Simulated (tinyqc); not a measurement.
Joule-heated wire on a substrate, fin equation: two steps of the calculation.

A wire of length L loses heat along itself to two contacts and sideways to the substrate: kap A theta'' - g theta + p = 0 with theta = T - T0 and p = p0. The ends are held at T0. Constant conductivity, diffusive heat flow.

Inputs (values chosen for the exercise):

| symbol | value | unit | meaning |
|---|---|---|---|
| T0 | 293 | K | temperature of substrate and contacts |
| kap | 90 | W/(m K) | conductivity along the wire |
| A | 180 | nm^2 | cross-section |
| g | 0.31 | W/(m K) | conductance per length to the substrate |
| L | 1800 | nm | length between the contacts |
| p0 | 0.026 | uW/nm | heating per length |

Task 1. Healing length. LH = sqrt(kap A/g); far from the contacts uniform heating p0 would give theta = p0/g.

Find: LH; L/LH; p0/g.

Result 1.

LH = 228.60 nm
L/LH = 7.8740
p0/g = 83.871 K

Task 2. Temperature rise. Solve -c theta_(i-1) + d_i theta_i - c theta_(i+1) = b_i for nodes 1 to 9, with theta = 0 at nodes 0 and 10.

c = 0.09 uW/K

```
node  d (uW/K)  b (uW)
1       0.2358    4.68
2       0.2358    4.68
3       0.2358    4.68
4       0.2358    4.68
5       0.2358    4.68
6       0.2358    4.68
7       0.2358    4.68
8       0.2358    4.68
9       0.2358    4.68
```

Give: theta.

Result 2.

theta, node 0 to 10 (K): [0.00, 44.91, 65.66, 75.12, 79.16, 80.27, 79.16, 75.12, 65.66, 44.91, 0.00]

Program tinyqc, `OMP_NUM_THREADS=1 python tinyqc.py 2520146 2520147 out.jsonl`; Intel Xeon 2.30GHz, shared host, one thread, about 0.01 s.
